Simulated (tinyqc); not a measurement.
Bloch-Grueneisen resistivity of a metal. From one set of inputs to another, one input at a time. Computed by tinyqc, a small Python program. Command: `OMP_NUM_THREADS=1 python tinyqc.py 3012518 3012519 out.jsonl bg ladder`. One thread of a shared host (Intel(R) Xeon(R) Processor @ 2.30GHz), about 0.01 s of CPU time with the checks.

Electrons scatter from a Debye spectrum of phonons (n = 5 for scattering within one band, n = 3 for scattering into a second, heavy band) and from static defects.

The inputs printed are set A. Set A is modelled on ruthenium; the values taken over come from a set modelled on silver. Inputs not listed in the table keep their values of set A, so the rows need not describe a real material.

Inputs (values chosen for the exercise, modelled on ruthenium):
```
quantity,value,unit
exponent n,3,-
Debye temperature Theta,447,K
transport coupling lambda_tr,0.44,-
Drude plasma energy hbar w_p,7.7,eV
residual resistivity rho_0,1.4,microohm cm
temperature T,295,K
```

Addition: none.

Constants: k_B = 1.380649e-23 J/K; hbar = 1.054571817e-34 J s; eps_0 = 8.8541878128e-12 F/m; hbar = 6.582119569e-16 eV s; k_B = 8.617333262e-05 eV/K.

Method:
- J_n(y) = int_0^y x^n e^x/(e^x - 1)^2 dx, by 96 Gauss-Legendre points (upper limit at most 60).
- rho_ph = (n - 1) rho_1 (T/Theta)^n J_n(Theta/T), with rho_1 = 2 pi lambda_tr k_B Theta/(hbar eps_0 w_p^2), the high-temperature line at T = Theta.
- Matthiessen's rule: rho = rho_0 + rho_ph.
- Temperature coefficient (1/rho) d rho/dT by a central difference of +/- 0.5 K; residual ratio rho(295 K)/rho(4.2 K); scattering time tau = 1/(eps_0 w_p^2 rho); Wiedemann-Franz kappa = L_0 T/rho, L_0 = (pi^2/3)(k_B/e)^2.

Each row keeps all changes above it:
```
input moved,from,to,resistivity rho (microohm cm),residual resistance ratio,Wiedemann-Franz conductivity (W/(m K))
set A,-,-,9.4292,6.7343,76.43
temperature T (K),295,120,3.5864,6.7343,81.74
Drude plasma energy hbar w_p (eV),7.7,8.7,3.1127,5.4920,94.18
transport coupling lambda_tr,0.44,0.11,1.8282,2.1231,160.36
Debye temperature Theta (K),447,223,2.0115,2.2036,145.74
residual resistivity rho_0 (microohm cm),1.4,2,2.6115,1.8425,112.26
```

Resistivity rho goes from 9.43 to 2.61, a factor 0.277 in all. The largest single move comes from temperature T (a factor 0.380), and residual resistivity rho_0 works against it (a factor 1.30). Residual resistance ratio goes from 6.73 to 1.84, a factor 0.274 in all. The largest single move comes from transport coupling lambda_tr (a factor 0.387). Wiedemann-Franz conductivity goes from 76.4 to 112, a factor 1.47 in all. The largest single move comes from transport coupling lambda_tr (a factor 1.70), and residual resistivity rho_0 works against it (a factor 0.770). The single moves hold for this order of the switches; the total does not depend on the order.

Extremes, crossings and ranges named in words are read from the listed rows.
